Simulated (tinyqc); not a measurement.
Sweep of a uniaxial [001] stress: six-band Luttinger-Kohn model with strain.

Six-band Luttinger-Kohn model in the basis |3/2,3/2>, |3/2,1/2>, |3/2,-1/2>, |3/2,-3/2>, |1/2,1/2>, |1/2,-1/2>, electron energies, zero at the top of the unstrained valence band. H = -[rows: (P+Q, -S, R, 0, -S/r2, r2 R); (-S*, P-Q, 0, R, -r2 Q, r32 S); (R*, 0, P-Q, S, r32 S*, r2 Q); (0, R*, S*, P+Q, -r2 R*, -S*/r2); (-S*/r2, -r2 Q, r32 S, -r2 R, P+Dso, 0); (r2 R*, r32 S*, r2 Q, -S/r2, 0, P+Dso)], r2 = sqrt(2), r32 = sqrt(3/2). Levels are twofold.

P = c g1 k^2 - av tr(e); Q = c g2 (kx^2 + ky^2 - 2 kz^2) - (b/2)(exx + eyy - 2 ezz); R = c sqrt3 [-g2 (kx^2 - ky^2) + 2i g3 kx ky] + (sqrt3/2) b (exx - eyy) - i d exy; S = 2 c sqrt3 g3 (kx - i ky) kz - d (exz - i eyz); c = hbar^2/2m0, e the strain tensor (not engineering shear).

s11 = (C11 + C12)/((C11 - C12)(C11 + 2 C12)), s12 = -C12/((C11 - C12)(C11 + 2 C12)), s44 = 1/C44; exx = s11 sxx + s12 (syy + szz) and cyclic, exy = s44 sxy/2; tension is positive. A uniaxial stress X along the unit vector n is s_ij = X n_i n_j.

Constants: hbar^2/2m0 = 3.80998211 eV angstrom^2.

Values chosen for the exercise (near those of Si; the results hold for these values, not for the real material):
- Dso = 0.044 eV (spin-orbit splitting)
- g1 = 4.28 (Luttinger gamma1)
- g2 = 0.34 (gamma2)
- g3 = 1.44 (gamma3)
- av = 2.47 eV (valence hydrostatic potential)
- b = -2.11 eV (tetragonal shear potential)
- d = -4.77 eV (trigonal shear potential)
- C11 = 165.9 GPa
- C12 = 64.2 GPa
- C44 = 78.9 GPa
- load = uniaxial [001] (kind of stress)

Edges at k = 0 and curvature masses of the top pair along [110] and [001] (step 0.0002 1/angstrom); at zero stress the top is fourfold and has no single curvature.

Edges and masses:
```
X (GPa)  top (eV)  second (eV)  third (eV)  splitting (meV)  m [110]  m [001]
-2.10      0.0577      -0.0612     -0.0934            118.9    0.276    0.179
-1.40      0.0357      -0.0408     -0.0742             76.5    0.275    0.180
-0.70      0.0151      -0.0204     -0.0564             35.5    0.271    0.183
0.00       0.0000       0.0000     -0.0440              0.0        -        -
0.70       0.0204       0.0019     -0.0487             18.5    0.216    0.278
1.40       0.0408       0.0170     -0.0665             23.8    0.216    0.278
2.10       0.0612       0.0355     -0.0878             25.7    0.216    0.278
```

What can be read from this table?

The splitting reaches 118.9 meV under compression and 25.7 meV under the same tension; linear shear terms alone would make the two equal, and the difference comes from the coupling to the split-off band. At the ends of the sweep the top pair has a mass along [110] of 0.276 under compression and 0.216 under tension, so tension gives the lighter holes along [110]; along [001] it has 0.179 and 0.278. The top edge itself moves by +58 and +61 meV.

Run: tinyqc, `OMP_NUM_THREADS=1 python tinyqc.py 1080677 1080678 out.jsonl`; Intel(R) Xeon(R) Processor @ 2.30GHz, one thread, shared host; about 0.2 s of CPU time with all checks.
